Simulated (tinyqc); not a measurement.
Orbital energy against energy difference: ionisation energy by orbital energies and by energy differences in the cc-pvdz basis, for BeH2, spin multiplicity 1. Computed by the program tinyqc with PySCF. The cation is unrestricted; errors are against CCSD(T) in this basis, not against experiment.

Geometry (angstrom):
```
atom       x        y       z
Be    0.0000   0.0000  0.0000
H     0.0000   1.2630  0.0000
H     0.0000  -1.2630  0.0000
```

CCSD(T) difference in the same basis = 12.1607 eV

IP-EOM-CCSD = 12.1921 eV

First vertical ionisation energy (eV):
```
method   -e(HOMO)  E(cation) - E  error of -e(HOMO)  error of the difference
HF        12.4035      11.531879             0.2428                  -0.6288
LDA        7.5390      11.805055            -4.6217                  -0.3556
PBE        7.5559      11.829439            -4.6048                  -0.3312
B3LYP      8.7574      12.076384            -3.4033                  -0.0843
PBE0       8.9386      12.009208            -3.2221                  -0.1515
LC-wPBE   11.9137      12.321369            -0.2470                   0.1607
```

Estimate the missing row, method = CAM-B3LYP.

Computed row:
```
method     -e(HOMO)  E(cation) - E  error of -e(HOMO)  error of the difference
CAM-B3LYP   10.4527      12.173732            -1.7080                   0.0130
```

Koopmans errs by +0.24 eV and Delta-HF by -0.63 eV: relaxation, 0.87 eV, lowers the value and the missing correlation difference works against it. The PBE level is off by -4.6 eV through the wrong tail of its potential, though its energy difference is off by -0.33 eV; exact exchange deepens the level, and among the orbital energies HF comes closest; among the differences CAM-B3LYP does.
